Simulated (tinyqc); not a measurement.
# p-type polysilicon, carrier trapping at grain boundaries: effect of the temperature

One-dimensional grains of size Lg, uniform ionised doping N, monovalent traps Qt at each boundary at a depth Et below (for electrons) or above (for holes) the band edge there, abrupt depletion of width W on each side of a boundary, Boltzmann statistics. xi is the distance from the band edge at the grain centre to the Fermi level. Trapped charge Qt/(1 + exp((xi + VB - Et)/Vt)) = 2 N W, barrier VB = q N W^2/(2 eps0 eps_r).

NB is given at 300 K and scales as (T/300 K)^1.5. If the trap equation with xi = Vt ln(NB/N) has a root W < Lg/2, the grain is partly depleted; otherwise W = Lg/2 and the trap equation gives xi = Et - VB + Vt ln(Qt/(N Lg) - 1). N* = Qt/Lg. n0 = NB exp(-xi/Vt); mean density n0 (1 - 2 W/Lg) by charge balance in a partly depleted grain, and n0 (sqrt(pi)/2) erf(u)/u with u = sqrt(VB/Vt) in a fully depleted one; v = sqrt(kB T/(2 pi ms m0)); barrier resistivity Vt exp(VB/Vt)/(q fe n0 v Lg); grain resistivity (1 - 2 W/Lg)/(q n0 mug); effective mobility 1/(q mean density total resistivity). Rows with xi above 0.45 V, towards mid-gap, are left out, since the other carrier type is ignored.

Parameters, values chosen for the exercise; values of the order met in polycrystalline silicon:
```
symbol    value   unit                                                              meaning
eps_r      11.7                                                       relative permittivity
NB      2.65e19  cm^-3          valence-band density of states at the reference temperature
Lg           23     nm                                                           grain size
Qt       4.8e12  cm^-2                                     trap density of a grain boundary
Et         0.32     eV  depth of the trap level from the majority band edge at the boundary
ms         0.56     m0                                         mass for thermionic emission
fe         0.12                                      correction factor of the emission rate
N        4.4e17  cm^-3                                                               doping
```

Constants: q = 1.602176634e-19 C, kB = 1.380649e-23 J/K, m0 = 9.1093837015e-31 kg, Vt = kB T/q, eps0 = 8.8541878128e-14 F/cm where lengths are in cm. Results are converted to the units shown.

The same in every row: N/N* = 0.2108; depleted share 2 W/Lg = 1.000; VB (V) = 0.04500.

Results:
```
T (K)  xi (V)  mean density (cm^-3)  resistivity (ohm cm)  effective mobility (cm^2/(V s))
200    0.2978              2.429e11               3.990e6                            6.440
240    0.3023              4.923e12               1.506e5                            8.419
320    0.3114              2.346e14                  2360                            11.27
360    0.3159              8.820e14                 577.8                            12.25
400    0.3205              2.591e15                 185.4                            12.99
440    0.3250              6.350e15                 72.47                            13.56
```

Estimate the missing row, T = 280 K.

Computed row:
```
T (K)  xi (V)  mean density (cm^-3)  resistivity (ohm cm)  effective mobility (cm^2/(V s))
280    0.3068              4.402e13               1.415e4                            10.02
```

With this row back in the table: As T goes from 200 to 440, VB stays at 0.0450 V, the resistivity falls from 3.99e6 to 72.5 ohm cm and the effective mobility rises from 6.44 to 13.6 cm^2/(V s). The activation energy kB ln(rho1/rho2)/(1/T1 - 1/T2) is 0.339 eV between the first two rows and 0.356 eV between the last two; mug is held fixed.

Program tinyqc, `OMP_NUM_THREADS=1 python tinyqc.py 2830307 2830308 out.jsonl`; Intel Xeon 2.30GHz, shared host, one thread, about 0.01 s.
